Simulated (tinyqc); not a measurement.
Coherent transport through a tight-binding region between two chains, step by step. Computed by tinyqc, a small Python program that keeps every step. Settings: temperature = 77, mu = 0.32. Command: `OMP_NUM_THREADS=1 python tinyqc.py 25244 25245 out.jsonl` (the two numbers bound the seeds that draw the settings). One thread of a shared host (Intel(R) Xeon(R) Processor @ 2.60GHz), about 0.06 s of CPU time with the checks.

## Transmission at E = -0.92 eV

H of the central region (eV):
```
[[0.000000, -0.500000, 0.000000, 0.000000],
 [-0.500000, 0.000000, -1.060000, 0.000000],
 [0.000000, -1.060000, 0.000000, -0.980000],
 [0.000000, 0.000000, -0.980000, 0.000000]]
```

Leads: semi-infinite chains with site energy 0:
```
parameter                           value
lead hopping t (eV)              1.700000
coupling to the left lead (eV)   0.450000
coupling to the right lead (eV)  0.710000
left contact site                       1
right contact site                      4
```

E = -0.920000 eV

Surface Green function g = (E - i sqrt(4 t^2 - E^2)) / (2 t^2); self-energy tc^2 g on each contact site; G = (E - H - Sigma)^(-1); Gamma = -2 Im Sigma; T = Gamma_L Gamma_R |G_LR|^2; local density of states -Im G_ii / pi.

g = -0.159170-0.566291i 1/eV

G (1/eV):
```
[[-1.127940-0.233745i, -0.056307-0.156333i, 0.483177-0.025428i, 0.514498+0.145224i],
 [-0.056307-0.156333i, -0.135830-0.264660i, 0.852066-0.155963i, 0.946817+0.139851i],
 [0.483177-0.025428i, 0.852066-0.155963i, 0.511615-0.123370i, 0.579078+0.052878i],
 [0.514498+0.145224i, 0.946817+0.139851i, 0.579078+0.052878i, -0.480484-0.101626i]]
```

local density of states (1/eV): [0.074403, 0.084244, 0.039270, 0.032349]

transmission = 0.037423

## Transmission across the band

The same steps on a grid of energies.

T(E):
```
E (eV)              T
-3.23000000  6.83e-07
-2.90700000  0.000005
-2.58400000  0.000025
-2.26100000  0.000137
-1.93800000  0.001143
-1.61500000  0.043609
-1.29200000  0.040031
-0.96900000  0.033635
-0.64600000  0.116325
-0.32300000  0.946441
0.00000000   0.486912
0.32300000   0.946441
0.64600000   0.116325
0.96900000   0.033635
1.29200000   0.040031
1.61500000   0.043609
1.93800000   0.001143
2.26100000   0.000137
2.58400000   0.000025
2.90700000   0.000005
3.23000000   6.83e-07
```

levels of the isolated region (eV): [-1.492027, -0.328412, 0.328412, 1.492027]

## Current

I = (2e/h) int T(E) [f(E - mu - V/2) - f(E - mu + V/2)] dE at 77 K with mu = 0.32 eV, the bias not changing H; 2e^2/h = 77.48092 microsiemens; the integral runs over the band on 4001 points.

Current:
```
V (volt)  I (microampere)
0.010000         0.730712
0.050000         3.626863
0.100000         7.095989
0.200000        13.150757
0.400000        21.569689
0.800000        31.767177
```
